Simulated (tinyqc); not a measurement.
Size effects in the resistivity of thin metal films and interconnect lines: one step, computed by the program tinyqc. Command: `OMP_NUM_THREADS=1 python tinyqc.py 3006491 3006492 out.jsonl size walk`. One thread of a shared host (Intel(R) Xeon(R) Processor @ 2.30GHz), about 0.01 s of CPU time with the checks.

Electrons lose their drift at surfaces (a share 1 - p of the hits) and at grain boundaries (reflection R), besides bulk scattering. The line sits in a trench with a non-conducting liner on both walls and the bottom; the spacing equals the drawn width.

Task: Grain boundaries. Mayadas-Shatzkes: alpha = (lambda/D) R/(1 - R); rho_b/rho = 1 - 3 alpha/2 + 3 alpha^2 - 3 alpha^3 ln(1 + 1/alpha).

Inputs (values chosen for the exercise, modelled on silver): bulk mean free path lambda = 55.9 nm; grain-boundary reflection R = 0.31.

Geometry: line.

grain size D = 13.86 nm

Give: alpha; rho/rho_b from grains.

Result:

alpha = 1.8120

rho/rho_b from grains = 3.4680

The linear estimate 1 + 3 alpha/2 gives 3.718, 7 % high; at large alpha the slope is 4/3.
